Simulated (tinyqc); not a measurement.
What each parameter does: dielectric confinement in a thin film (image charges).

A film |z| < t/2 of dielectric constant eps between half-spaces of dielectric constant e2; lam = (eps - e2)/(eps + e2), q = e^2/(4 pi eps0). The self-energy of a band edge is taken with the high-frequency value, e2 = eh, and the field of a fixed ion with the static one, e2 = eo. A charge at z has images lam^|n| at n t + (-1)^n z. Its self-energy is S(z) = (q/2 eps) sum over n >= 1 of lam^n [1/(n t - 2z) + 1/(n t + 2z)] for odd n and 2 lam^n/(n t) for even n; at the centre S(0) = -(q/(eps t)) ln(1 - lam).

Donor at the centre, lam from the static eo, trial function cos(pi z/t) exp(-rho/l): E(l) = c/(m l^2) - (q/eps) times the integral over k of F(k t) (1 + (k l/2)^2)^(-3/2), with F(x) = F0 + 2 lam exp(-x) G/(1 - lam exp(-x)), F0 = 2[(1 - exp(-x/2))/x + x (1 + exp(-x/2))/(x^2 + 4 pi^2)], G = 2 sinh(x/2)[1/x - x/(x^2 + 4 pi^2)]; c = hbar^2/2m0. The binding energy is -E at the minimum, counted from the subband edge with its self-energy.

Constants: e^2/(4 pi eps0) = 14.39964547 eV angstrom; hbar^2/2m0 = 3.80998211 eV angstrom^2; Ry = 13.60569312 eV.

Inputs chosen for the exercise (near those of a Si (100) film, two-fold valleys, between layers of SiO2; shifted at random, so the results belong to these values and not to a real crystal):

| symbol | value | unit | meaning |
|---|---|---|---|
| t | 84 | angstrom | film thickness |
| eps | 11.8 |  | dielectric constant of the film |
| eh | 2.1 |  | high-frequency dielectric constant outside |
| eo | 3.9 |  | static dielectric constant outside |
| m | 0.183 | m0 | mass in the plane |

<S> is the mean over (2/t) cos^2(pi z/t).

One parameter was then changed.

Results before and after:

| case | lam from eh | <S> (meV) | binding (meV) | l (angstrom) |
|---|---|---|---|---|
| base | 0.698 | 19.6 | 48.3 | 34.4 |
| changed | 0.669 | 20.3 | 53.4 | 32.3 |

Which of these changes was made? (a) m = 0.22 m0; (b) eh = 2.7; (c) eo = 5.5; (d) t = 94 angstrom; (e) eps = 10.6.

Answer: (e) eps = 10.6. Of the candidates, run in turn, only this one gives the changed row.

All candidates:

| case | lam from eh | <S> (meV) | binding (meV) | l (angstrom) |
|---|---|---|---|---|
| base | 0.698 | 19.6 | 48.3 | 34.4 |
| t = 94 angstrom | 0.698 | 17.5 | 45.0 | 36.0 |
| eps = 10.6 | 0.669 | 20.3 | 53.4 | 32.3 |
| eo = 5.5 | 0.698 | 19.6 | 41.4 | 34.9 |
| eh = 2.7 | 0.628 | 16.4 | 48.3 | 34.4 |
| m = 0.22 m0 | 0.698 | 19.6 | 51.6 | 30.8 |

(tinyqc, `OMP_NUM_THREADS=1 python tinyqc.py 1281293 1281294 out.jsonl`, Intel(R) Xeon(R) Processor @ 2.30GHz, 1 thread, shared host, about 0.06 s.)
